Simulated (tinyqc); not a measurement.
Splitting against the number of planes: valley splitting in a one-orbital chain of atomic planes (second-neighbour model).

Each (001) plane carries one orbital with energy e0, hopping v to the next plane and u to the second: E(phi) = e0 + 2 v cos(phi) + 2 u cos(2 phi), where phi = pi - k a/4 (the sign of every second orbital is chosen so that v > 0, which shifts the phase by pi). The minimum lies at cos(phi0) = -v/(4u), phi0 = pi - (pi/2) k0 for a valley at k0 (2 pi/a), and e0 puts it at zero. A slab of N planes has hard walls: the matrix simply ends.

Constants: hbar^2/2m0 = 3.80998211 eV angstrom^2.

Values chosen for the exercise (out of a larger set: near those of the Delta valleys of silicon; abrupt walls in this chain split the valleys several times more than measured wells; not measured data):

| symbol | value | unit | meaning |
|---|---|---|---|
| a | 5.43 | angstrom | lattice constant; planes lie a/4 apart |
| ml | 0.862 | m0 | longitudinal mass |
| N0 | 35 |  | first number of planes |

u = 0.624130 eV
v = 0.494737 eV
e0 = 1.346303 eV
phi0 = 1.770287 rad

Ten slabs from N0 on, of thickness (N - 1) a/4 between the outer planes. Effective mass: E1 = (c/ml)(pi/W)^2 with W = (N + 2) a/4: the amplitude vanishes on two missing planes at each end, and the envelope has its nodes N + 2 spacings apart. Large-N estimate of the splitting: 16 pi^2 u |sin(phi0) sin((N + 2) phi0)|/(N + 2)^3.

Doublet (meV):

| N | thickness (angstrom) | mean level | effective mass | splitting | estimate |
|---|---|---|---|---|---|
| 35 | 46.16 | 17.25 | 17.29 | 0.817 | 0.869 |
| 36 | 47.51 | 16.38 | 16.39 | 1.701 | 1.695 |
| 37 | 48.87 | 15.53 | 15.56 | 0.078 | 0.120 |
| 38 | 50.23 | 14.79 | 14.80 | 1.488 | 1.498 |
| 39 | 51.59 | 14.05 | 14.08 | 0.478 | 0.448 |
| 40 | 52.94 | 13.41 | 13.42 | 1.109 | 1.129 |
| 41 | 54.30 | 12.79 | 12.80 | 0.823 | 0.805 |
| 42 | 55.66 | 12.21 | 12.23 | 0.660 | 0.684 |
| 43 | 57.02 | 11.68 | 11.69 | 0.963 | 0.956 |
| 44 | 58.37 | 11.17 | 11.19 | 0.222 | 0.244 |

The mean level falls smoothly, from 17.3 to 11.2 meV, within 0.3 % of the effective-mass value. The splitting swings between 0.078 (N = 37) and 1.701 meV (N = 36): one plane more or less changes the phase between the two walls by phi0 = 1.770 rad. The estimate misses the computed values by at most 0.051 meV.

Program tinyqc; command `OMP_NUM_THREADS=1 python tinyqc.py 1450379 1450380 out.jsonl`; about 0.01 s on one thread of a shared Intel(R) Xeon(R) Processor @ 2.30GHz.
